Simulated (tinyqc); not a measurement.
Drifting, spreading and decaying minority pulse (Haynes-Shockley), Crank-Nicolson time steps: two steps of the calculation.

Low injection in a uniform field: dn/dt = D d2n/dx2 - v dn/dx - n/tau with D = mu Vt and v = mu F towards +x. Exact solution on an infinite bar for a Gaussian start at x0: n = N0 exp(-t/tau) exp(-(x - x0 - v t)^2/(2 s^2))/sqrt(2 pi s^2), s^2 = s0^2 + 2 D t.

Inputs (values chosen for the exercise); mobility close to that of germanium at room temperature:
```
symbol,value,unit,meaning
T,250,K,temperature
mu,3870,cm^2/(V s),minority-carrier mobility
F,7.8,V/cm,sweep field along the drift
hx,52,um,mesh step
tau,5.6e-6,s,lifetime
dt,1.5e-7,s,time step
```

Constants: q = 1.602176634e-19 C, kB = 1.380649e-23 J/K, Vt = kB T/q. Results are converted to the units shown.

Problem 1. Coefficients of the scheme. Exponentially fitted fluxes: d = F hx/Vt, B(d) = d/(exp(d) - 1), k = D dt/hx^2; (L n)_i = a n_(i-1) + b n_i + c n_(i+1) with a = k B(-d), c = k B(d), b = -a - c - dt/tau. Explicit steps keep n positive for dt up to 1/[(D/hx^2)(B(d) + B(-d)) + 1/tau].

Find: D; v; d; a; b; c; positivity limit of dt.

Solution 1.

D = 83.37 cm^2/s
v = 3.019e4 cm/s
d = 1.883
a = 1.027
b = -1.210
c = 0.1563
positivity limit of dt = 1.240e-7 s

Problem 2. Densities after a time step. (L n)_i = a n_(i-1) + b n_i + c n_(i+1), n = 0 beyond the ends. Crank-Nicolson step: solve n(new) - L n(new)/2 = n + L n/2.

a = 1.0270411
b = -1.2101179
c = 0.15629108
n at t = 0, node 1 to 13 (in units of 1e12 cm^-3): 0.3445312  1.7064744  4.4567931  6.1375735  4.4567931  1.7064744  0.3445312  0.0366783  0.0020589  0.0000609  0.0000010  0.0000000  0.0000000

Find: n at t = 1 dt.

Solution 2.

n at t = 1 dt, node 1 to 13 (in units of 1e12 cm^-3): 0.213  0.934  2.443  4.161  4.642  3.434  1.765  0.696  0.239  0.078  0.025  0.008  0.003

Program tinyqc, `OMP_NUM_THREADS=1 python tinyqc.py 2310130 2310131 out.jsonl`; Intel Xeon 2.30GHz, shared host, one thread, about 0.01 s.
